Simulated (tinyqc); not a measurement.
The basis set: RHF and MP2 along a ladder of basis sets, for H2, spin multiplicity 1. Computed by the program tinyqc with PySCF. 

Geometry (angstrom):
```
atom       x       y       z
H     0.0000  0.0000  0.0000
H     0.0000  0.0000  0.7260
```

Same geometry throughout; the dipole is taken about the origin.

RHF and frozen-core MP2 in a ladder of bases:
```
basis        functions  E(RHF) (hartree)  E(MP2 corr) (hartree)  HOMO (eV)  LUMO (eV)  dipole (debye)
sto-3g               2         -1.117317              -0.012815   -15.9021    18.6619          0.0000
3-21g                4         -1.122901              -0.017182   -16.2451     7.3002          0.0000
6-31g                4         -1.126816              -0.017229   -16.3297     6.5908          0.0000
6-31g**             10         -1.131302              -0.026314   -16.3071     6.6161          0.0000
cc-pvdz             10         -1.128385              -0.026244   -16.2365     5.4453          0.0000
aug-cc-pvdz         18         -1.128463              -0.027150   -16.2473     1.6780          0.0000
cc-pvtz             28         -1.132938              -0.031625   -16.3008     4.6041          0.0000
```

From cc-pVDZ to cc-pVTZ the RHF energy falls by 4.6 mhartree and the correlation energy by 5.4. If valence correlation converges as X^-3, (27 E(T) - 8 E(D))/19 gives -0.0339 hartree, a rough estimate from such small X that usually falls short; STO-3G holds about 38 % of it. Beyond STO-3G the LUMO moves by 5.6 eV and the HOMO by 0.1 eV; diffuse functions lower the positive LUMO sharply, since an unbound virtual level tracks the most diffuse function.
